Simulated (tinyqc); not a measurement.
Plane-wave Kohn-Sham cycle with exchange-only LDA in a layered model solid, step by step. Computed by tinyqc, a small Python program that keeps every step. Settings: points = 16, plane-wave index or count = 2, electrons = 4, k points = 3, area = 18.0, mixing = 0.1, iteration cap = 72. Command: `OMP_NUM_THREADS=1 python tinyqc.py 30994 30995 out.jsonl` (the two numbers bound the seeds that draw the settings). One thread of a shared host (Intel(R) Xeon(R) Processor @ 2.60GHz), about 0.02 s of CPU time with the checks. Later iterations appear only in the table of the cycle.

## Iteration 1: potential

A solid whose potential varies along x alone (atomic units):
```
parameter                      value
period a                    6.600000
cross-section of the cell  18.000000
electrons per cell                 4
grid points                       16
plane waves -n..n, n               2
k points                           3
V1 in V1 cos(2 pi x/a)     -0.290000
```

density at the start, on the grid x_j = j a/N (e/bohr^3): 0.03367003  0.03367003  0.03367003  0.03367003  0.03367003  0.03367003  0.03367003  0.03367003  0.03367003  0.03367003  0.03367003  0.03367003  0.03367003  0.03367003  0.03367003  0.03367003

V_H(G) = 4 pi rho(G)/G^2 for G != 0 (uniform background); v_x = -(3 rho/pi)^(1/3); V = V_ext + V_H + v_x; Fourier components f(G_m) = (1/N) sum_j f(x_j) exp(-i G_m x_j).

Potentials on the grid (hartree):
```
x             V_ext       V_H        v_x          V
0.000000  -0.290000  0.000000  -0.317984  -0.607984
0.412500  -0.267925  0.000000  -0.317984  -0.585909
0.825000  -0.205061  0.000000  -0.317984  -0.523045
1.237500  -0.110978  0.000000  -0.317984  -0.428962
1.650000          0  0.000000  -0.317984  -0.317984
2.062500   0.110978  0.000000  -0.317984  -0.207006
2.475000   0.205061  0.000000  -0.317984  -0.112923
2.887500   0.267925  0.000000  -0.317984  -0.050059
3.300000   0.290000  0.000000  -0.317984  -0.027984
3.712500   0.267925  0.000000  -0.317984  -0.050059
4.125000   0.205061  0.000000  -0.317984  -0.112923
4.537500   0.110978  0.000000  -0.317984  -0.207006
4.950000          0  0.000000  -0.317984  -0.317984
5.362500  -0.110978  0.000000  -0.317984  -0.428962
5.775000  -0.205061  0.000000  -0.317984  -0.523045
6.187500  -0.267925  0.000000  -0.317984  -0.585909
```

V(G_m), m = 0, 1, 2, ... (hartree): -0.317984  -0.145000  0.000000  0.000000  0.000000

## Iteration 1: Hamiltonian at one k

k = 0.000000 2 pi / a

H(m,m') = (k + G_m)^2/2 delta + V(G_m - G_m'), with V(-G) = V(G).

H (hartree):
```
           -2         -1         +0         +1         +2
-2   1.494616  -0.145000   0.000000   0.000000   0.000000
-1  -0.145000   0.135166  -0.145000   0.000000   0.000000
+0   0.000000  -0.145000  -0.317984  -0.145000   0.000000
+1   0.000000   0.000000  -0.145000   0.135166  -0.145000
+2   0.000000   0.000000   0.000000  -0.145000   1.494616
```

## Iteration 1: levels at that k

Diagonalise the Hermitian matrix.

eigenvalues (hartree): -0.398459  0.119872  0.200091  1.509909  1.510167

## Iteration 1: new density

Motion across x is left out: the lowest 2 band(s) hold two electrons at each of the k points (j + 1/2)/nk - 1/2. Residual R = rho(out) - rho(in); rho(new) = rho(in) + 0.1 R. rho(out) = 2/(a A nk) sum |psi|^2 with psi = sum c exp(i G x). Harris energy E = band energy - dV sum rho (V_H/2 + v_x) + (3/4) dV sum rho v_x with rho(in), dV = a A/N, band energy = (2/nk) sum of the filled levels.

rho(out) (e/bohr^3): 0.04107739  0.04246047  0.04470026  0.04411532  0.03896969  0.03082078  0.02278293  0.01728356  0.01537713  0.01728356  0.02278293  0.03082078  0.03896969  0.04411532  0.04470026  0.04246047

density after iteration 1 (e/bohr^3): 0.03441077  0.03454908  0.03477306  0.03471456  0.03420000  0.03338511  0.03258132  0.03203139  0.03184074  0.03203139  0.03258132  0.03338511  0.03420000  0.03471456  0.03477306  0.03454908

energy per cell = -0.44420274 hartree

## Iteration 2: potential

As before.

Potentials on the grid (hartree):
```
x             V_ext        V_H        v_x          V
0.000000  -0.290000   0.017581  -0.320299  -0.592718
0.412500  -0.267925   0.016762  -0.320727  -0.571890
0.825000  -0.205061   0.014047  -0.321419  -0.512433
1.237500  -0.110978   0.009026  -0.321239  -0.423191
1.650000          0   0.001856  -0.319643  -0.317788
2.062500   0.110978  -0.006393  -0.317084  -0.212499
2.475000   0.205061  -0.014035  -0.314519  -0.123493
2.887500   0.267925  -0.019396  -0.312739  -0.064210
3.300000   0.290000  -0.021317  -0.312118  -0.043435
3.712500   0.267925  -0.019396  -0.312739  -0.064210
4.125000   0.205061  -0.014035  -0.314519  -0.123493
4.537500   0.110978  -0.006393  -0.317084  -0.212499
4.950000          0   0.001856  -0.319643  -0.317788
5.362500  -0.110978   0.009026  -0.321239  -0.423191
5.775000  -0.205061   0.014047  -0.321419  -0.512433
6.187500  -0.267925   0.016762  -0.320727  -0.571890
```

V(G_m), m = 0, 1, 2, ... (hartree): -0.317947  -0.137416  -0.000072  0.000094  0.000008

## Iteration 2: Hamiltonian at one k

k = 0.000000 2 pi / a

As before.

H (hartree):
```
           -2         -1         +0         +1         +2
-2   1.494652  -0.137416  -0.000072   0.000094   0.000008
-1  -0.137416   0.135203  -0.137416  -0.000072   0.000094
+0  -0.000072  -0.137416  -0.317947  -0.137416  -0.000072
+1   0.000094  -0.000072  -0.137416   0.135203  -0.137416
+2   0.000008   0.000094  -0.000072  -0.137416   1.494652
```

## Iteration 2: levels at that k

As before.

eigenvalues (hartree): -0.391109  0.121504  0.194355  1.508415  1.508597

## Iteration 2: new density

As before.

rho(out) (e/bohr^3): 0.04053398  0.04190695  0.04418716  0.04379797  0.03897813  0.03113896  0.02328031  0.01783625  0.01593510  0.01783625  0.02328031  0.03113896  0.03897813  0.04379797  0.04418716  0.04190695

density after iteration 2 (e/bohr^3): 0.03502309  0.03528486  0.03571447  0.03562290  0.03467781  0.03316049  0.03165122  0.03061187  0.03025018  0.03061187  0.03165122  0.03316049  0.03467781  0.03562290  0.03571447  0.03528486

energy per cell = -0.43232416 hartree

## Convergence

Stop when sqrt(dV sum R^2) is below 1e-8, dV = a A/N.

Course of the cycle:
```
iteration  E (hartree)  norm of the residual
1          -0.44420274              1.17e-01
2          -0.43232416              1.01e-01
3          -0.42366990              8.69e-02
4          -0.41737497              7.49e-02
5          -0.41280208              6.45e-02
6          -0.40948349              5.56e-02
7          -0.40707703              4.80e-02
8          -0.40533302              4.14e-02
9          -0.40406963              3.58e-02
10         -0.40315467              3.10e-02
11         -0.40249218              2.69e-02
...                ...                   ...
62         -0.40075286              6.99e-05
63         -0.40075286              6.28e-05
64         -0.40075286              5.65e-05
65         -0.40075286              5.08e-05
66         -0.40075286              4.57e-05
67         -0.40075286              4.11e-05
68         -0.40075286              3.69e-05
69         -0.40075286              3.32e-05
70         -0.40075286              2.98e-05
71         -0.40075286              2.68e-05
72         -0.40075286              2.41e-05
```

Not converged within 72 iterations: the residual falls steadily but slowly, by a factor of about 0.90 a step. Reruns (cap 100 unless said): mixing 0.5, Kerker q0 1.0: converged in 39 (E = -0.40075); mixing 0.3, Pulay depth 5: converged in 9 (E = -0.40075); the original settings with a cap of 400: converged in 146 (E = -0.40075).
